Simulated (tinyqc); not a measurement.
Force balance against energy balance: elastic strain and critical thickness of a cubic alloy layer A(1-x)B(x) on a thick substrate. Computed by tinyqc, a small Python program. Command: `OMP_NUM_THREADS=1 python tinyqc.py 3017286 3017287 out.jsonl misfit walk`. One thread of a shared host (Intel(R) Xeon(R) Processor @ 2.30GHz), about 0.01 s of CPU time with the checks.

Strain is positive in tension. The layer is coherent with the substrate unless said otherwise.

Inputs (values chosen for the exercise, for a model alloy): fraction x of B = 0.48; lattice constant a_A = 5.658 angstrom; lattice constant a_B = 5.431 angstrom; substrate lattice constant a_S = 5.651 angstrom.

Growth plane: (111). Layer: buried under a thick cap. Misfit dislocation: 60-degree.

C11, C12, C44 of A (GPa): [130.6, 42.67, 62.51]

C11, C12, C44 of B (GPa): [146.4, 61.24, 85.31]

Method:
- a = (1 - x) a_A + x a_B, the same rule for each C_ij; misfit f = (a_S - a)/a, the in-plane strain of the coherent layer.
- Voigt averages: G = (C11 - C12 + 3 C44)/5, B = (C11 + 2 C12)/3, nu = (3 B - 2 G)/(2 (3 B + G)); b = a/sqrt(2). The 60-degree dislocation has cos alpha = 1/2, and cos lambda = sqrt(3)/6 on (111), for glide on an inclined {111} plane.
- Matthews-Blakeslee: h_c = A [ln(h_c/b) + 1], A = b (1 - nu cos^2 alpha)/(4 pi |f| (1 + nu) cos lambda), the factor 4 pi being that of a buried layer, with a dislocation at both interfaces.
- People-Bean: h_c = P ln(h_c/b), P = (1 - nu)/(1 + nu) b^2/(16 pi sqrt(2) a f^2). The misfit is scaled by 0.25, 0.4, 0.6, 1, 1.5, 2.2 at fixed a, b and nu; the upper root is taken, and rows with A < 1.3 b or P < 3 b, where the roots shrink to the core size or vanish, are left out.

misfit f = 0.0183743

prefactor A = 4.68174 nm

Poisson ratio nu = 0.195820

Burgers vector b = 0.392376 nm

free lattice constant a = 5.54904 angstrom

Critical thickness:
```
|f| (%)  Matthews-Blakeslee (nm)  People-Bean (nm)   ratio
0.4594                    126.96            972.11  7.6570
0.7350                     72.85            326.76  4.4855
1.1025                     44.76            124.36  2.7781
1.8374                     23.93             34.89  1.4582
2.7562                     14.36             11.74  0.8180
4.0424                      8.73              3.53  0.4041
```

The exponents d ln h_c/d ln f are -1.18 and -2.32 between the first rows, steeper than the -1 and -2 of the prefactors because of the logarithm. The ratio falls from 7.66 to 0.404 as the misfit grows, so the two criteria cross. Where People-Bean lies above, a layer between the lines is metastable: dislocations would lower the energy but have to be nucleated; where it falls below, it is out of its range. People-Bean has no form for a buried layer. Above about 2 % misfit islands may come first.

Extremes, crossings and ranges named in words are read from the listed rows.
